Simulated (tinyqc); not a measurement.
What each parameter does: hole subbands of a hard-walled well, four-band Luttinger model.

Hole energies are counted downwards from the unstrained band edge, c = hbar^2/2m0. After the usual block transformation one block is H = [[P + Q - Zs, R - i S], [R + i S, P - Q + Zs]] in (heavy, light), with P +/- Q = c [(g1 +/- g2) k^2 + (g1 -/+ 2 g2) kz^2], R = sqrt(3) c gR k^2, S = 2 sqrt(3) c g3 k kz, kz = -i d/dz; axial approximation gR = (g2 + g3)/2. Zs = b (e_par - e_perp) is the shear part of the strain (the hydrostatic part shifts all levels alike and is left out). Basis sqrt(2/L) sin(n pi z/L), n = 1 to N, for each component: kz^2 gives (n pi/L)^2 and the heavy-light block is R delta_nm - 2 sqrt(3) c g3 k D_nm with D_nm = 4 n m/(L (n^2 - m^2)) for n + m odd, 0 otherwise. The other block has the same levels. The split-off band is left out.

Constants: hbar^2/2m0 = 3.80998211 eV angstrom^2.

Values chosen for the exercise (near those of InAs; shifted at random, so the results belong to these values and not to a real crystal):
- g1 = 19.73 (Luttinger gamma1)
- g2 = 8.47 (gamma2)
- g3 = 9.3 (gamma3)
- L = 150 angstrom (well width along [001])
- Zs = 0 eV (shear strain energy)
- k = 0.0203 1/angstrom (wave vector in the plane)

N = 20; the three lowest hole energies at the given k and the heavy weight of the lowest.

One parameter was then changed.

Results before and after:

| case | E1 (meV) | E2 (meV) | E3 (meV) | heavy weight |
|---|---|---|---|---|
| base | 11.86 | 26.94 | 50.72 | 0.629 |
| changed | 10.32 | 24.13 | 46.19 | 0.608 |

Which of these changes was made? (a) g1 = 21.31; (b) g3 = 8.56; (c) k = 0.0142 1/angstrom; (d) L = 160 angstrom; (e) g2 = 9.32; (f) Zs = 0.01 eV.

Answer: (d) L = 160 angstrom. Of the candidates, run in turn, only this one gives the changed row.

All candidates:

| case | E1 (meV) | E2 (meV) | E3 (meV) | heavy weight |
|---|---|---|---|---|
| base | 11.86 | 26.94 | 50.72 | 0.629 |
| g1 = 21.31 | 20.38 | 39.52 | 72.83 | 0.614 |
| g2 = 9.32 | 6.90 | 15.04 | 27.77 | 0.662 |
| g3 = 8.56 | 16.05 | 31.88 | 54.58 | 0.634 |
| L = 160 angstrom | 10.32 | 24.13 | 46.19 | 0.608 |
| Zs = 0.01 eV | 8.41 | 19.44 | 41.80 | 0.713 |
| k = 0.0142 1/angstrom | 12.84 | 21.10 | 43.47 | 0.759 |

Run: tinyqc, `OMP_NUM_THREADS=1 python tinyqc.py 1252722 1252723 out.jsonl`; Intel(R) Xeon(R) Processor @ 2.30GHz, one thread, shared host; about 0.1 s of CPU time with all checks.
